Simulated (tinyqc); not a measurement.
MOSFET in the linear regime without short-channel effects, parameter extraction from computed curves: two steps of the calculation.

Inversion charge Q = Cox n Vt W0(exp((Vg - VT)/(n Vt))), W0 the Lambert function and n = nf; u = Q/Cox; mobility mu = mu0/(1 + th1 u + th2 u^2); channel resistance Rch = (L - dL)/(W mu Q); Id = Vd/(Rch + Rsd/W). Cox = eps0 eox/tox. Small Vd, no channel-length or drain effects.

Inputs (values chosen for the exercise); channel values of the order met in silicon transistors: temperature T = 300 K; relative permittivity of the gate insulator (close to silicon dioxide) eox = 3.9; insulator thickness tox = 1.3 nm; low-field mobility mu0 = 84 cm^2/(V s); first mobility attenuation factor th1 = 0.19 1/V; second mobility attenuation factor th2 = 0.05 1/V^2; threshold voltage VT = 0.48 V; body factor nf = 1.18; gate width W = 1 um; drawn gate length L = 0.11 um; drawn less effective length dL = 0.003 um; source plus drain resistance Rsd = 390 ohm um; drain voltage Vd = 0.01 V.

Constants: q = 1.602176634e-19 C, kB = 1.380649e-23 J/K, Vt = kB T/q, eps0 = 8.8541878128e-14 F/cm where lengths are in cm. Results are converted to the units shown.

Question 1. Transfer curve. u, mu, Rch and Id as defined.

| point | Vg (V) |
|---|---|
| 0 | 0.24 |
| 1 | 0.36 |
| 2 | 0.48 |
| 3 | 0.6 |
| 4 | 0.72 |
| 5 | 0.84 |
| 6 | 0.96 |
| 7 | 1.08 |
| 8 | 1.2 |
| 9 | 1.32 |
| 10 | 1.44 |

Find: u; mu; Rch; Id.

Answer 1.

| point | u (V) | mu (cm^2/(V s)) | Rch (ohm) | Id (uA) |
|---|---|---|---|---|
| 0 | 1.168e-5 | 84.00 | 4.106e7 | 2.435e-4 |
| 1 | 5.857e-4 | 83.99 | 8.189e5 | 0.01221 |
| 2 | 0.01730 | 83.72 | 2.781e4 | 0.3546 |
| 3 | 0.08776 | 82.59 | 5557 | 1.681 |
| 4 | 0.1850 | 81.01 | 2688 | 3.249 |
| 5 | 0.2912 | 79.28 | 1745 | 4.684 |
| 6 | 0.4014 | 77.47 | 1295 | 5.933 |
| 7 | 0.5139 | 75.62 | 1037 | 7.009 |
| 8 | 0.6277 | 73.75 | 870.1 | 7.936 |
| 9 | 0.7426 | 71.88 | 754.7 | 8.736 |
| 10 | 0.8582 | 70.01 | 670.5 | 9.430 |

Question 2. Threshold and mobility at the peak transconductance. gm_i = (Id_(i+1) - Id_(i-1))/(Vg_(i+1) - Vg_(i-1)); at the point j of largest gm the tangent meets the axis at V_ext = Vg_j - Id_j/gm_j; field-effect mobility gm_j L/(W Cox Vd) with the drawn L.

| point | Vg (V) | Id (uA) |
|---|---|---|
| 0 | 0.24 | 2.4354068e-4 |
| 1 | 0.36 | 0.012205327 |
| 2 | 0.48 | 0.35461290 |
| 3 | 0.6 | 1.6814252 |
| 4 | 0.72 | 3.2493590 |
| 5 | 0.84 | 4.6837865 |
| 6 | 0.96 | 5.9330528 |
| 7 | 1.08 | 7.0092682 |
| 8 | 1.2 | 7.9359245 |
| 9 | 1.32 | 8.7360862 |
| 10 | 1.44 | 9.4297334 |

Give: gm; j; V_ext; field-effect mobility.

Answer 2.

| point | gm (uS) |
|---|---|
| 1 | 1.477 |
| 2 | 6.955 |
| 3 | 12.06 |
| 4 | 12.51 |
| 5 | 11.18 |
| 6 | 9.690 |
| 7 | 8.345 |
| 8 | 7.195 |
| 9 | 6.224 |

j = 4
V_ext = 0.4603 V
field-effect mobility = 51.81 cm^2/(V s)

V_ext is 20 mV below the model VT, and the mobility so found is 40 % below mu0 L/(L - dL) = 86.4 cm^2/(V s), the value for the drawn L; attenuation, series resistance and the slow approach of Q to a straight line all lower the peak gm.

Computed by the program tinyqc: `OMP_NUM_THREADS=1 python tinyqc.py 2210038 2210039 out.jsonl`, one thread of a shared Intel Xeon 2.30GHz, about 0.01 s for the whole run.
